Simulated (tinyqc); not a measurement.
# Capacitance of parallel on-chip lines from Laplace's equation on a mesh, step by step

Numbers from tinyqc (`OMP_NUM_THREADS=1 python tinyqc.py 2790132 2790133 out.jsonl`; about 0.8 s on one thread of a shared Intel Xeon 2.30GHz). Printed values are rounded.

Cross-section of an endless row of equal lines between two grounded planes; neighbours are driven in antiphase (+1 V and -1 V), so the plane midway between two lines is at 0 V. By symmetry one quarter is solved: x runs from the centre of a line (column 0, mirror) to that midplane (column 5, 0 V), y from the mid-height of the line (row 0, mirror) to the ground plane (row 4, 0 V). The line fills columns 0 to 2 and rows 0 to 2 at 1 V. Cells beside the line (below row 2) have e2, cells above have e1. Each link between nodes has the conductance g = mean permittivity of the two cells beside it (a cell beyond a mirror counts as 0), and the free nodes obey sum g (V_neighbour - V) = 0.

Inputs (values chosen for the exercise): relative permittivity above and below the lines e1 = 3; relative permittivity between the lines e2 = 2; over-relaxation factor om = 1.4.

Constants: eps0 = 8.8541878128e-12 F/m. Results are converted to the units shown.

## Link conductances

gx[j, i] joins node (row j, column i) to column i + 1, gy[j, i] to row j + 1.

gx:
```
       col 0  col 1  col 2  col 3  col 4
row 0      1      1      1      1      1
row 1      2      2      2      2      2
row 2    2.5    2.5    2.5    2.5    2.5
row 3      3      3      3      3      3
row 4    1.5    1.5    1.5    1.5    1.5
```

gy:
```
       col 0  col 1  col 2  col 3  col 4  col 5
row 0      1      2      2      2      2      1
row 1      1      2      2      2      2      1
row 2    1.5      3      3      3      3    1.5
row 3    1.5      3      3      3      3    1.5
```

## Iteration 1: relaxation sweep

V at the start (V):
```
       col 0  col 1  col 2  col 3  col 4  col 5
row 0      1      1      1      0      0      0
row 1      1      1      1      0      0      0
row 2      1      1      1      0      0      0
row 3      0      0      0      0      0      0
row 4      0      0      0      0      0      0
```

One sweep visits the free nodes row by row from row 0, left to right, and replaces V by V + om (weighted mean of the neighbours - V), using new values at once.

V after sweep 1 (V):
```
         col 0    col 1    col 2    col 3    col 4    col 5
row 0  1.00000  1.00000  1.00000  0.35000  0.12250  0.00000
row 1  1.00000  1.00000  1.00000  0.47250  0.20825  0.00000
row 2  1.00000  1.00000  1.00000  0.48230  0.22712  0.00000
row 3  0.35000  0.47250  0.51538  0.34919  0.20171  0.00000
row 4  0.00000  0.00000  0.00000  0.00000  0.00000  0.00000
```

## Iteration 2: relaxation sweep

As before.

V after sweep 2 (V):
```
         col 0    col 1    col 2    col 3    col 4    col 5
row 0  1.00000  1.00000  1.00000  0.58362  0.30104  0.00000
row 1  1.00000  1.00000  1.00000  0.60696  0.31399  0.00000
row 2  1.00000  1.00000  1.00000  0.55318  0.27540  0.00000
row 3  0.54075  0.53064  0.45179  0.28266  0.11464  0.00000
row 4  0.00000  0.00000  0.00000  0.00000  0.00000  0.00000
```

## Course of the relaxation

Stop when no node changes by 1e-7 V. C = 4 eps0 sum g (difference of V along the link)^2, in aF/um.

Course of the iteration:
```
sweep  C (aF/um)  largest change (V)
1        246.737               0.515
2        229.965               0.234
3        227.844              0.0685
4        227.423              0.0341
5        227.260              0.0268
6        227.234              0.0143
7        227.222              0.0124
8        227.221             1.28e-3
9        227.221             6.20e-4
10       227.221             2.65e-4
11       227.221             1.79e-4
12       227.221             2.03e-5
13       227.221             1.34e-5
14       227.221             6.71e-6
15       227.221             3.04e-6
16       227.221             1.18e-6
17       227.221             6.39e-7
18       227.221             2.39e-7
19       227.221             9.25e-8
```

Converged in 19 sweeps. Over the last four sweeps the change shrinks by about 0.42 a sweep. C comes down from above, since the solution minimises the energy.

## Capacitance per length

converged V (V):
```
         col 0    col 1    col 2    col 3    col 4    col 5
row 0  1.00000  1.00000  1.00000  0.62505  0.29580  0.00000
row 1  1.00000  1.00000  1.00000  0.60221  0.27907  0.00000
row 2  1.00000  1.00000  1.00000  0.50471  0.21829  0.00000
row 3  0.49099  0.48197  0.43691  0.26565  0.12098  0.00000
row 4  0.00000  0.00000  0.00000  0.00000  0.00000  0.00000
```

C = 4 eps0 sum g (difference of V)^2 over all links (twice the energy of the four quarters, line at 1 V). Plate estimate without fringing: eps0 [2 e1 w/hd + 2 e2 t/(s/2)], w = 4 hx, t = 4 hx, s/2 = 3 hx, hd = 2 hx.

C = 227.221 aF/um
plate estimate = 153.473 aF/um

C depends on the shape only, not on the mesh step hx. Meshes 6, 12 and 24 times finer extrapolate (Aitken) to 213.1 aF/um; this mesh is 6.6 % above that, and the plate estimate is 28 % below it.
